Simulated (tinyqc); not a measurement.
Ion-assisted plasma etching: sheath, surface coverage, synergy and aspect-ratio dependence: one step, computed by the program tinyqc. Command: `OMP_NUM_THREADS=1 python tinyqc.py 3009481 3009482 out.jsonl etch walk`. One thread of a shared host (Intel(R) Xeon(R) Processor @ 2.30GHz), about 0.05 s of CPU time with the checks.

Radicals adsorb on bare sites; ions remove covered sites with a high yield and bare sites by sputtering; a slow spontaneous reaction acts everywhere, walls included.

Task: Rate at the floor of the feature. Transmission of a round hole: K = 1/(1 + 3A/4), walls that scatter diffusely without loss. With a loss probability S = s (1 - theta) at the floor, G_b/G_n = K/(K + S - K S); theta follows G_b, and the two are solved together. Ions are taken to reach the floor unshadowed; G_b replaces G_n in every term of the rate; A is depth over diameter. Steady coverage: s G_n (1 - theta) = x Y G_i theta; removal flux = Y G_i theta + Y_p G_i (1 - theta) + k_c G_n; rate = flux/N, 1 cm/s = 6e8 nm/min.

Inputs (values chosen for the exercise, close to those used for silicon in a halogen plasma):

| quantity | value | unit |
|---|---|---|
| gas temperature T_g | 500 | K |
| sticking coefficient s | 0.35 | - |
| radicals per removed unit x | 2 | - |
| spontaneous reaction probability k_c | 3e-05 | - |
| solid density N | 5e+22 | 1/cm^3 |
| aspect ratio A | 23 | - |

Feature: round hole.

yield Y = 4.456186

sputter yield Y_p = 0.2639189

ion flux G_i = 5.392097e+15 1/(cm^2 s)

radical flux G_n = 6.962547e+17 1/(cm^2 s)

vertical rate = 243.9067 nm/min

Give: transmission K; G_b/G_n; coverage at the floor; rate at the floor; floor rate over open-field rate.

Result:

transmission K = 0.05479

G_b/G_n = 0.2907

coverage at the floor = 0.5958

rate at the floor = 178.8 nm/min

floor rate over open-field rate = 0.7329

The lag is 27 %. Caution: a sheath of several millimetres is collisional at usual pressures, which lowers the ion energy and widens the angles.
